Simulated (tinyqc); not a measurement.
# Quantum-well laser, gain and threshold: what changes with what

One electron and one heavy-hole subband per well, parabolic, with equal sheet densities n of electrons and holes; k-conserving transitions, TE polarisation, no line broadening, so the gain starts as a step at E0 and peaks there. All wells are pumped alike.

Values chosen for this exercise; well values close to those of gallium arsenide: temperature T = 400 K; lowest transition energy E0 = 1.43 eV; in-plane electron mass me = 0.0714 m0; in-plane hole mass mh = 0.37 m0; Kane energy Ep = 28.5 eV; refractive index nr = 3.39; well width Lw = 8 nm; number of wells Nw = 2; optical confinement per well Gw = 0.022; internal loss ai = 4 1/cm; cavity length Lc = 2000 um; front reflectance R1 = 0.32; back reflectance R2 = 0.3; defect recombination coefficient A = 3e8 1/s; radiative coefficient per well B = 0.00015 cm^2/s; Auger coefficient per well C = 2.7e-18 cm^4/s; injection efficiency eta = 0.85; stripe width Wd = 10 um.

Constants: q = 1.602176634e-19 C, kB = 1.380649e-23 J/K, eps0 = 8.8541878128e-12 F/m, hbar = 1.054571817e-34 J s, m0 = 9.1093837015e-31 kg, c = 299792458 m/s. Results are converted to the units shown.

Each table varies one quantity; the others keep the values above.

## Effect of the front reflectance

Nc = me kB T/(pi hbar^2), Nv = mh kB T/(pi hbar^2), mr = me mh/(me + mh) in m0, g0(E) = q^2 Ep mr/(4 nr eps0 c hbar E Lw) (squared momentum element m0 Ep/4, joint density of states mr/(pi hbar^2 Lw) for both spins). Peak gain g(n) = g0(E0)[1 - exp(-n/Nc) - exp(-n/Nv)]. Mirror loss am = ln(1/(R1 R2))/(2 Lc); threshold gain gth = (ai + am)/(Nw Gw). nth solves g(n) = gth and ntr solves g(n) = 0. Jth = q Nw (A n + B n^2 + C n^3)/eta at n = nth, Ith = Jth Wd Lc; differential efficiency of both facets eta am/(ai + am).

The same in every row: ntr (cm^-2) = 1.465e12.

Effect of the front reflectance:

| R1 | gth (1/cm) | nth (cm^-2) | Jth (A/cm^2) | Ith (mA) | differential efficiency |
|---|---|---|---|---|---|
| 0.01 | 421.0 | 1.580e12 | 324.0 | 64.80 | 0.6664 |
| 0.03 | 358.6 | 1.563e12 | 318.8 | 63.75 | 0.6345 |
| 0.05 | 329.5 | 1.555e12 | 316.3 | 63.27 | 0.6155 |
| 0.1 | 290.1 | 1.544e12 | 313.1 | 62.62 | 0.5837 |
| 0.2 | 250.8 | 1.533e12 | 309.9 | 61.98 | 0.5418 |
| 0.32 | 224.1 | 1.525e12 | 307.7 | 61.55 | 0.5051 |
| 0.5 | 198.7 | 1.519e12 | 305.7 | 61.14 | 0.4611 |
| 0.8 | 172.0 | 1.511e12 | 303.6 | 60.72 | 0.4007 |

As R1 goes from 0.01 to 0.8, gth falls from 421 to 172 1/cm, Jth falls from 324 to 304 A/cm^2 and Ith falls from 64.8 to 60.7 mA.

## Effect of the internal loss

Same model as above.

The same in every row: ntr (cm^-2) = 1.4653e12.

Effect of the internal loss:

| ai (1/cm) | gth (1/cm) | nth (cm^-2) | Jth (A/cm^2) | Ith (mA) | differential efficiency |
|---|---|---|---|---|---|
| 1 | 155.88 | 1.5069e12 | 302.31 | 60.462 | 0.72607 |
| 2 | 178.60 | 1.5131e12 | 304.11 | 60.821 | 0.63367 |
| 4 | 224.06 | 1.5255e12 | 307.73 | 61.546 | 0.50512 |
| 8 | 314.97 | 1.5506e12 | 315.13 | 63.026 | 0.35933 |
| 12 | 405.88 | 1.5762e12 | 322.74 | 64.547 | 0.27884 |
| 20 | 587.69 | 1.6287e12 | 338.59 | 67.718 | 0.19258 |
| 30 | 814.97 | 1.6969e12 | 359.71 | 71.942 | 0.13887 |
| 40 | 1042.2 | 1.7682e12 | 382.41 | 76.482 | 0.10859 |

As ai goes from 1 to 40 1/cm, gth rises from 156 to 1040 1/cm, Jth rises from 302 to 382 A/cm^2 and Ith rises from 60.5 to 76.5 mA.

## Effect of the cavity length

Same model as above.

The same in every row: ntr (cm^-2) = 1.4653e12.

Result of one run:

| Lc (um) | gth (1/cm) | nth (cm^-2) | Jth (A/cm^2) | Ith (mA) | differential efficiency |
|---|---|---|---|---|---|
| 2500 | 197.43 | 1.5182e12 | 305.60 | 76.400 | 0.45860 |

What becomes of these results when the cavity length Lc is changed from 2500 to 100 um, all else the same?

Result of the changed run:

| Lc (um) | gth (1/cm) | nth (cm^-2) | Jth (A/cm^2) | Ith (mA) | differential efficiency |
|---|---|---|---|---|---|
| 100 | 2753.9 | 2.4344e12 | 625.13 | 6.2513 | 0.82194 |

The whole series:

| Lc (um) | gth (1/cm) | nth (cm^-2) | Jth (A/cm^2) | Ith (mA) | differential efficiency |
|---|---|---|---|---|---|
| 100 | 2753.9 | 2.4344e12 | 625.13 | 6.2513 | 0.82194 |
| 160 | 1755.3 | 2.0151e12 | 465.84 | 7.4534 | 0.80598 |
| 250 | 1156.1 | 1.8052e12 | 394.43 | 9.8606 | 0.78316 |
| 400 | 756.65 | 1.6791e12 | 354.15 | 14.166 | 0.74788 |
| 630 | 513.60 | 1.6071e12 | 332.02 | 20.917 | 0.69955 |
| 1000 | 357.21 | 1.5625e12 | 318.64 | 31.864 | 0.63367 |
| 1600 | 257.34 | 1.5346e12 | 310.42 | 49.667 | 0.54973 |
| 2500 | 197.43 | 1.5182e12 | 305.60 | 76.400 | 0.45860 |
| 4000 | 157.48 | 1.5073e12 | 302.44 | 120.98 | 0.35933 |

As Lc goes from 100 to 4000 um, gth falls from 2750 to 157 1/cm, Jth falls from 625 to 302 A/cm^2 and Ith rises from 6.25 to 121 mA.

Range of the model: The second hole subband, left out here, lies within about 2 Vt of the first in a well this wide.

tinyqc, about 0.01 s, one thread, Intel Xeon 2.30GHz (shared host): `OMP_NUM_THREADS=1 python tinyqc.py 2840024 2840025 out.jsonl`
